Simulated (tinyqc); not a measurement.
# Pair-potential crystal by lattice sums, step by step

A worked calculation. Computed by tinyqc, a small Python program that keeps every step. Command: `OMP_NUM_THREADS=1 python tinyqc.py 3031610 3031611 out.jsonl pairsum walk`. One thread of a shared host (Intel(R) Xeon(R) Processor @ 2.30GHz), about 0.01 s of CPU time with the checks. Intermediate numbers are printed to about 6 digits and carried at full precision; extremes and crossings named in words are read from the listed rows.

Energy per atom E = (1/2) sum over neighbours of phi(r); d is the nearest-neighbour distance.

Inputs (values chosen for the exercise, for model atoms):
```
quantity                        value      unit
well depth eps                 0.0797        eV
pair minimum r0                  3.87  angstrom
cut-off r_c/r0                    2.7         -
trial neighbour distance d/r0   0.963         -
stiffness alpha r0                3.6         -
```

Potential: Morse. Structure: fcc.

Constants: 1 eV/angstrom^3 = 160.2176634 GPa.

## Shell sums at the trial distance

phi0(r) = eps [exp(-2 alpha (r - r0)) - 2 exp(-alpha (r - r0))]; shifted-force cut-off: phi(r) = phi0(r) - phi0(r_c) - (r - r_c) phi0'(r_c) for r < r_c, zero beyond. Shells (distance in units of d, count): fcc 1.0000 (12), 1.4142 (6), 1.7321 (24), 2.0000 (12), 2.2361 (24), 2.4495 (8), 2.6458 (48), 2.8284 (6), 3.0000 (36), 3.1623 (24); hcp 1.0000 (12), 1.4142 (6), 1.6330 (2), 1.7321 (18), 1.9149 (12), 2.0000 (6), 2.2361 (12), 2.3805 (12), 2.4495 (6), 2.5166 (6), 2.5820 (12), 2.6458 (24), 2.7080 (6), 2.8868 (12), 3.0000 (12), 3.1091 (24), 3.1623 (12); bcc 1.0000 (8), 1.1547 (6), 1.6330 (12), 1.9149 (24), 2.0000 (8), 2.3094 (6), 2.5166 (24), 2.5820 (24), 2.8284 (24), 3.0000 (32); sc 1.0000 (6), 1.4142 (12), 1.7321 (8), 2.0000 (6), 2.2361 (24), 2.4495 (24), 2.8284 (12), 3.0000 (30), 3.1623 (24); diamond 1.0000 (4), 1.6330 (12), 1.9149 (12), 2.3094 (6), 2.5166 (12), 2.8284 (24), 3.0000 (16). Volumes per atom in d^3: fcc 0.70711, hcp 0.70711, bcc 0.76980, sc 1.00000, diamond 1.53960; hcp has the ideal c/a. Every shell inside the cut-off is summed. List each shell within the cut-off.

Shells:
```
shell  count  r (angstrom)    phi (eV)  phi' (eV/angstrom)  phi'' (eV/angstrom^2)
1         12       3.72681  -0.0755455          -0.0244619               0.202492
2          6       5.27051  -0.0353992           0.0290209              -0.017111
3         24       6.45502  -0.0120940           0.0118546              -0.010206
4         12       7.45362  -0.0042592           0.0047744              -0.004568
5         24       8.33340  -0.0014499           0.0019709              -0.002102
6          8       9.12878  -0.0004127           0.0007795              -0.001020
7         48       9.86021  -0.0000633           0.0002363              -0.000520
```

## Energy and virial pressure

E = (1/2) sum count x phi; P = -(1/(6 Omega)) sum count x r phi', Omega = 0.707107 d^3.

energy at the trial distance = -0.750723 eV/atom

pressure at the trial distance = -1.93354 GPa

The pressure is negative, so the lattice wants to contract.

## Equilibrium

Equilibrium: dE/dd = 0 at the lowest minimum with d between 0.78 r0 and 1.45 r0; B = d^2 E''(d)/(9 Omega). Unrelaxed vacancy: removing an atom breaks its bonds (2|E|) and placing it on the surface returns |E|, so E_v = |E|.

equilibrium distance d = 3.34066 angstrom

energy per atom = -0.834402 eV

bulk modulus B = 12.3435 GPa

unrelaxed vacancy energy = 0.834402 eV

d is 13.7 % shorter than r0, because further shells pull and the first shell must push back.

## Elastic constants

At zero stress C_ijkl = (1/(2 Omega)) sum (phi'' - phi'/r) R_i R_j R_k R_l / r^2 over all neighbours, on cube axes; so C44 = C12 (Cauchy relation). C' = (C11 - C12)/2.

C11 = 15.0426 GPa

C12 = C44 = 10.9940 GPa

C' = 2.02433 GPa

C' and C44 are positive: the structure is stable against homogeneous shear.

## Ranking of structures

The formulas are those given above.

Each structure at its own equilibrium:
```
structure  neighbours  d (angstrom)  E (eV/atom)  volume (angstrom^3)  B (GPa)
fcc                12       3.34066    -0.834402              26.3623  12.3435
hcp                12       3.34161    -0.834499              26.3847  12.2631
bcc                 8       3.24653    -0.831588              26.3411  12.4132
sc                  6       3.09407    -0.684258              29.6203   8.8087
diamond             4       3.04500    -0.396536              43.4682   3.2539
```

The order is hcp < fcc < bcc < sc < diamond; hcp lies 0.098 meV below fcc. fcc (-0.834402 eV) and hcp (-0.834499 eV) share two shells and differ from the third on. Pair forces reward the number of bonds: diamond reaches only 48 % of the best binding. Caution: each structure is relaxed in d alone and may be unstable against shear; the tiny fcc-hcp difference depends on the cut-off.

Checks made by the program: virial pressure against -dE/dV (relative difference 1e-09); (C11 + 2 C12)/3 against the curvature of E(d) (relative difference 3e-10).
